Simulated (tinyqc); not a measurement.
Surface potential of a MOS transistor: implicit equation and explicit approximations: two steps of the calculation.

p-type body, charge-sheet picture, depletion and inversion only, full ionisation (an idealisation for deep acceptors), Boltzmann statistics (rough once Na exp(x - xn) passes about Nc/7). In units of Vt: xg = (Vg - Vfb)/Vt, x = psi/Vt, G = gamma/sqrt(Vt), xn = (2 phiF + Vc)/Vt. The implicit equation is (xg - x)^2 = G^2 [x - 1 + exp(x - xn)] for x above about 3. Cox = eps0 eox/tox.

Problem 1. Explicit approximation. Depletion value a = 1 + [sqrt(G^2/4 + xg - 1) - G/2]^2; inversion value b = xn + ln[(xg - xn)^2/G^2 - xn + 1] and first guess y = min(a, b) - ln(1 + exp(-|a - b|)) if a > xn + 1, else b = y = a; one second-order correction with D = exp(y - xn), p = 2 (xg - y) + G^2 (1 + D), w = (xg - y)^2 - G^2 (y - 1 + D): z = y + 2 w/(p + sqrt(p^2 - 2 (2 - G^2 D) w)), or the Newton step z = y + w/p where the root is not real.

G = 21.164014
xn = 44.159726
xg = 197.66363

Find: a; b; y; p; w; z.

Solution 1.

a = 49.807
b = 46.405
y = 46.373
p = 4845.6
w = -1529.3
z = 45.998

The root of the implicit equation is x = 46.0069; y misses it by 0.37 and z by -0.0092, in units of Vt.

Problem 2. New x. D = exp(x - xn), f = (xg - x)^2 - G^2 (x - 1 + D), f' = -2 (xg - x) - G^2 (1 + D), x(new) = x - f/f'.

x after iteration 2 = 47.846782
G = 21.164014
xn = 44.159726
xg = 197.66363

Find: D; f; f'; x after iteration 3.

Solution 2.

D = 39.93
f = -1.642e4
f' = -1.863e4
x after iteration 3 = 46.97

tinyqc, about 0.01 s, one thread, Intel Xeon 2.30GHz (shared host): `OMP_NUM_THREADS=1 python tinyqc.py 2122133 2122134 out.jsonl`
